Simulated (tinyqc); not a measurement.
# Stacked nanosheet transistor, parasitic resistance, capacitance and delay: several studies

Ns sheets share one contact on top; each has perimeter p = 2 (Ws + ts) and cross-section A = Ws ts; contact width Wc = Ws + 10 nm, stack height Hs = Ns pv. Sheet 1 is the top one. Contact length Lc = CPP - Lg - 2 Lsp, shared by two neighbouring gates. Source and drain sides are equal. The formulas are first-order estimates, not field solutions.

Inputs (values chosen for the exercise); values close to those of silicon logic devices:

| symbol | value | unit | meaning |
|---|---|---|---|
| T | 300 | K | temperature |
| Ns | 5 |  | number of sheets |
| Ws | 12 | nm | sheet width |
| ts | 7 | nm | sheet thickness |
| pv | 18 | nm | vertical pitch of the sheets |
| rv | 203 | ohm | vertical resistance between sheet levels |
| CPP | 54 | nm | contacted gate pitch |
| Lg | 16 | nm | gate length |
| Lsp | 4 | nm | spacer length |
| ks | 3.3 |  | relative permittivity of the spacer |
| Hc | 30 | nm | gate height above the channel stack |
| rc | 1e-9 | ohm cm^2 | contact resistivity |
| re | 0.00079 | ohm cm | resistivity of the source-drain epitaxy |
| te | 30 | nm | current-carrying depth of the epitaxy |
| rx | 0.00055 | ohm cm | resistivity of the extension |
| Lov | 0.5 | nm | gate overlap |
| Cinv | 2.3 | uF/cm^2 | inversion capacitance |
| vx | 1.3e7 | cm/s | injection velocity |
| mu | 160 | cm^2/(V s) | apparent mobility |
| VT | 0.24 | V | threshold at zero drain voltage |
| dl | 0.067 | V/V | barrier lowering |
| n | 1.21 |  | subthreshold factor |
| Cw | 0.27 | fF | wire load |
| Vdd | 0.65 | V | supply voltage |

Constants: q = 1.602176634e-19 C, kB = 1.380649e-23 J/K, eps0 = 8.8541878128e-12 F/m, Vt = kB T/q. Results are converted to the units shown.

Each table varies one quantity; the others keep the values above.

## Effect of the spacer length

Epitaxy sheet resistance Rsh = re/te, transfer length LT = sqrt(rc/Rsh), contact Rc = [sqrt(rc Rsh)/Wc] coth(Lc/(2 LT)); extension of one sheet Rx = rx Lsp/A. With N sheets: gate Cg = Cinv p N Lg; per side, plate Cp = ks eps0 [Wc (Hs + Hc) - N A]/Lsp, top fringe Cf = (2/pi) ks eps0 Wc ln(1 + Lg/(2 Lsp)), overlap Co = Cinv p N Lov. One sheet: I = p Q vx u/(1 + |u|^1.8)^(1/1.8), Q = Cinv n Vt ln(1 + exp((Vg' - VT + dl Vd')/(n Vt))), u = Vd' mu/(vx Lg), Vg' = Vgs - v, Vd' = Vds - 2 v, with the drop on each side v_j = Rc sum I + rv (sum over levels k = 2..j of the current of sheets k..Ns) + Rx I_j. Ieff = [I(Vgs = Vdd, Vds = Vdd/2) + I(Vdd/2, Vdd)]/2, total currents. With Cs = Cp + Cf + Co, the load of an inverter of two such devices driving an equal one is CL = 2 (Cg + 2 Cs) + 4 Cs + Cw (own drains counted twice for the Miller effect); delay CL Vdd/(2 Ieff).

Effect of the spacer length:
```
Lsp (nm),Rc (ohm),Rx/N (ohm),Ieff (uA),CL (aF),delay (ps)
2,332.0,26.19,97.19,692.1,2.314
3,345.2,39.29,95.59,604.5,2.056
4,360.6,52.38,93.89,560.6,1.941
5,378.7,65.48,92.10,534.2,1.885
6,400.0,78.57,90.18,516.6,1.862
8,456.2,104.8,85.86,494.5,1.872
10,540.5,131.0,80.59,481.1,1.940
12,677.0,157.1,73.81,472.2,2.079
```

What does the table show?

As Lsp goes from 2 to 12 nm, Ieff falls from 97.2 to 73.8 uA, CL falls from 692 to 472 aF and the delay goes from 2.31 through a minimum of 1.86 (at Lsp = 6 nm among the rows listed) to 2.08 ps. A thin spacer costs capacitance, a thick one resistance and contact length, hence the minimum. For Lsp = 2 to 3 nm the spacer is under 3.5 nm, where leakage and breakdown between gate and contact would forbid it.

## Effect of the sheet width

Same model as above.

Effect of the sheet width:
```
Ws (nm),Rc (ohm),Rx/N (ohm),Ieff (uA),CL (aF),delay (ps)
8,440.8,78.57,76.46,507.0,2.155
12,360.6,52.38,93.89,560.6,1.941
18,283.4,34.92,118.2,641.1,1.763
25,226.7,25.14,144.3,735.0,1.655
35,176.3,17.96,178.6,869.1,1.582
50,132.2,12.57,225.1,1070,1.545
70,99.18,8.980,281.0,1338,1.548
```

What does the table show?

As Ws goes from 8 to 70 nm, Ieff rises from 76.5 to 281 uA, CL rises from 507 to 1340 aF and the delay goes from 2.155 through a minimum of 1.545 (at Ws = 50 nm among the rows listed) to 1.548 ps. From the first row to the last Ieff grows by a factor of 3.67 and CL by 2.64; the first step changes the delay by -10 %, the last by 0.20 %.

## Effect of the number of sheets

Same model as above.

The same in every row: Rc (ohm) = 360.6.

Results:
```
Ns,Rx/N (ohm),Ieff (uA),CL (aF),delay (ps)
1,261.9,26.76,361.9,4.396
2,131.0,50.05,411.6,2.672
4,65.48,83.57,511.0,1.987
5,52.38,93.89,560.6,1.941
6,43.65,100.9,610.3,1.966
```

Estimate the missing row, Ns = 3.

Computed row:
```
Ns,Rx/N (ohm),Ieff (uA),CL (aF),delay (ps)
3,87.30,69.08,461.3,2.170
```

With this row back in the table: As Ns goes from 1 to 6, Ieff rises from 26.8 to 101 uA, CL rises from 362 to 610 aF and the delay goes from 4.40 through a minimum of 1.94 (at Ns = 5 among the rows listed) to 1.97 ps. From the first row to the last Ieff grows by a factor of 3.77 and CL by 1.69; the first step changes the delay by -39 %, the last by 1.3 %.

tinyqc, about 0.1 s, one thread, Intel Xeon 2.30GHz (shared host): `OMP_NUM_THREADS=1 python tinyqc.py 2170128 2170129 out.jsonl`
